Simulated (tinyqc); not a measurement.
Interfaces: Cahn-Hilliard equation on a periodic one-dimensional grid. Computed by tinyqc, a small Python program. Command: `OMP_NUM_THREADS=1 python tinyqc.py 3002674 3002675 out.jsonl cahn walk`. One thread of a shared host (Intel(R) Xeon(R) Processor @ 2.30GHz), about 0.03 s of CPU time with the checks.

Free energy F = h sum_j [A (c_j^2 - 1)^2/4 + (kappa/2) ((c_(j+1) - c_j)/h)^2]; dc/dt = Lap(mu), mu = A (c^3 - c) - kappa Lap(c), Lap(y)_j = (y_(j+1) - 2 y_j + y_(j-1))/h^2, mobility 1; the grid has n = 16 points.

Inputs (values chosen for the exercise, in reduced units): spacing h = 1.1; well depth A = 1.3; gradient coefficient kappa = 1.4; mean composition c0 = 0.17; noise amplitude = 0.02; time step dt = 0.19; end time = 150.

Scheme: semi-implicit Fourier.

Method:
- Start: c_j = c0 + amplitude x (z_j - mean of z).
- With Fourier components y_m = sum_j y_j exp(-2 pi i j m/n): c_m(new) = [c_m - dt lambda_m N_m]/(1 + dt kappa lambda_m^2), N = A (c^3 - c), lambda_m = (4/h^2) sin^2(pi m/n).
- Run to the end time; break off if |c| exceeds 3 or F has risen by more than 1e-9 in more than 30 steps. Domains = stretches with c > c0.
- Continuum wall between c = -1 and +1: c = tanh(x/w), w = sqrt(2 kappa/A), energy s = (2/3) sqrt(2 kappa A). With two walls per domain, the estimate of F at the end is 2 x domains x s. Volume fraction of the +1 phase by the lever rule: (1 + c0)/2.

random numbers: [-0.926, -0.183, 0.370, 0.949, -0.678, 0.657, 0.950, 0.141, -0.918, 0.151, 0.203, 0.180, -0.770, 0.296, -0.041, -0.243]

Course:
```
step       t        F      min c     max c  domains
0       0.00  5.39562   0.151308  0.188828        4
16      3.04  5.39364   0.155712  0.186183        2
39      7.41  5.39171   0.136263  0.208119        2
79     15.01  5.34233  -0.000034  0.336493        2
118    22.42  4.86543  -0.468260  0.691351        2
158    30.02  4.71640  -0.679086  0.847515        2
237    45.03  4.68976  -0.721473  0.852089        2
316    60.04  4.53585  -0.779442  0.830611        2
434    82.46  2.52803  -0.931690  0.926251        1
552   104.88  2.49221  -0.965571  0.991764        1
671   127.49  2.49220  -0.965794  0.992013        1
789   149.91  2.49219  -0.965897  0.992050        1
```

F at the end = 2.49219

c at the end: [-0.965897, -0.890588, -0.603318, 0.119823, 0.714845, 0.921823, 0.978063, 0.991673, 0.992050, 0.980216, 0.930865, 0.747709, 0.200097, -0.557233, -0.876909, -0.963220]

wall half width w = 1.4676

wall energy s = 1.2719

estimate of F = 2.5438

volume fraction = 0.585

w/h = 1.3342

What does the comparison show, and why?

The run ends at F = 2.4922, 0.98 of the estimate: the walls are well formed.
